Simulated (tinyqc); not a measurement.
What moves the results: five-level k.p model folded onto the conduction band. A value that a table varies takes the place of the one given here.

For k along z and one spin sector the level c couples to four states. With c0 = hbar^2/2m0, P = sqrt(Ep c0), P2 = sqrt(Ep2 c0): diagonal Eg + (1 + Cm) c0 k^2 for c, and 0, -Dso, E7 + D2, E7 for lh, so, G8 up, G7 up (their own dispersion is left out); couplings of c: sqrt(2/3) P k to lh, sqrt(1/3) P k to so, sqrt(2/3) P2 k to G8 up, sqrt(1/3) P2 k to G7 up (phases chosen real).

Expanding E = H_cc + S(E) about Eg in powers of k^2, with s_n = sum_j H_cj^2/(Eg - H_jj)^n: order k^2: e2 = (1 + Cm) c0 k^2 + s1; order k^4: e4 = -s2 e2; order k^6: e6 = s3 e2^2 + s2^2 e2.

Second-order sums for the lowest conduction level at E: 1/m = 1 + Cm + (Ep/3)(2/E + 1/(E + Dso)) - (Ep2/3)(2/(E7 + D2 - E) + 1/(E7 - E)); g/2 = 1 + Cg - (Ep/3)(1/E - 1/(E + Dso)) - (Ep2/3)(1/(E7 - E) - 1/(E7 + D2 - E)). E is counted from the top of the valence band; E = Eg at the edge.

Constants: hbar^2/2m0 = 3.80998211 eV angstrom^2.

Values chosen for the exercise (near those of ZnSe; the results hold for these values, not for the real material): Eg = 2.9 eV (gap at Gamma to the s-like level); Dso = 0.404 eV (spin-orbit splitting); Ep = 24.1 eV (Kane energy); E7 = 7.37 eV (upper Gamma7 conduction level, from the valence top); D2 = 0.11 eV (its spin-orbit splitting, Gamma8 above Gamma7); Ep2 = 2.5 eV (Kane energy to the upper levels); Cm = -2.2 (remote term in 1/m); Cg = -0.02 (remote term in g/2).

## How far the series holds

Energies from Eg; Pk/Eg measures the coupling.

Levels (eV):
```
k (1/angstrom)  Pk/Eg  to k^2   to k^4   to k^6   exact
0.0454          0.150  0.0489   0.0478   0.0478  0.0478
0.1038          0.343  0.2554   0.2264   0.2320  0.2309
0.1621          0.536  0.6228   0.4503   0.5313  0.5020
0.2205          0.729  1.1524   0.5616   1.0748  0.8157
0.2789          0.922  1.8437   0.3316   2.4330  1.1406
0.3372          1.114  2.6951  -0.5361   6.0277  1.4574
0.3956          1.307  3.7095  -2.4117  14.7027  1.7547
0.4540          1.500  4.8856  -5.7322  33.3662  2.0242
```

How do the results move?

Within 2 % of the exact level stay: the k^2 term in no row, the sum to k^4 up to Pk/Eg = 0.34, the sum to k^6 up to Pk/Eg = 0.34. In the last row the errors are +2861, -7756 and +31342 meV: higher orders make it worse, since the series in k^2 converges only for Pk below about Eg/2 in the two-level limit E = Eg/2 + sqrt(Eg^2/4 + P^2 k^2).

## Mass and g factor above the band edge

The sums are evaluated at E = Eg + dE, as is done for confined or hot electrons.

Results:
```
dE (meV)    m(E)   g(E)  m(E)/m(Eg)  1 + dE/Eg
0         0.1607  1.274      1.0000     1.0000
20        0.1622  1.282      1.0089     1.0069
50        0.1643  1.295      1.0224     1.0172
100       0.1680  1.315      1.0451     1.0345
150       0.1717  1.334      1.0681     1.0517
200       0.1754  1.353      1.0915     1.0690
300       0.1831  1.387      1.1393     1.1034
```

What can be read from the table?

Over 300 meV the mass grows by 13.9 %, against 10.3 % for two levels alone, and g moves from 1.274 to 1.387, towards the free value 2.

## Six materials (three-level Kane formulas for mass and g factor)

1/m = 1 + (Ep/3)(2/Eg + 1/(Eg + Dso)), g = 2 - (2 Ep/3)(1/Eg - 1/(Eg + Dso)). The inputs are values chosen for the exercise.

Results:
```
case         Eg (eV)  Dso (eV)  Ep (eV)  m (m0)        g   Eg/Ep
A near InP     1.399     0.109     21.0  0.0639    1.277  0.0666
B near InSb    0.233     0.816     23.1  0.0134  -49.414  0.0101
C near Ge      0.904     0.293     26.0  0.0365   -2.693  0.0348
D near GaAs    1.549     0.347     25.8  0.0601   -0.032  0.0600
E near ZnSe    2.864     0.402     24.4  0.1091    1.301  0.1174
F near CdTe    1.636     0.913     18.5  0.0913   -0.700  0.0884
```

What does this show, and why?

The mass follows the gap: m/(Eg/Ep) lies between 0.93 and 1.33, while m itself spans a factor of 8.1. The order by mass differs from the order by gap. g is negative for B, C, D and F; it needs Ep Dso > 3 Eg (Eg + Dso). Where g is small, two larger terms cancel: 5 % in Ep moves g by (2 - g)/20, and the levels left out move it by tenths. Remote bands, left out here, make real masses heavier, by up to a half in the wider-gap crystals. All rows are for the Gamma valley, which is not the lowest one in GaP and Ge.

## What each parameter does

Mass and g at E = Eg. Each row changes one parameter from the base and keeps the others.

Results:
```
case             m (m0)       g
base            0.16074  1.2736
Eg = 3.19 eV    0.18235  1.3836
Dso = 0.364 eV  0.15997  1.3332
Ep = 21.69 eV   0.18436  1.3414
E7 = 6.633 eV   0.16354  1.2698
D2 = 0.099 eV   0.16076  1.2745
Ep2 = 2.75 eV   0.16217  1.2727
```

How do the results move?

The largest shifts from the base row, up to three for each result and ties (the steps differ in size, so this ranks the rows, not the parameters). m (m0): Ep +0.02362, Eg +0.02161, E7 +0.00280. g: Eg +0.1100, Ep +0.0677, Dso +0.0596.

(tinyqc, `OMP_NUM_THREADS=1 python tinyqc.py 1050861 1050862 out.jsonl`, Intel(R) Xeon(R) Processor @ 2.30GHz, 1 thread, shared host, about 0.01 s.)
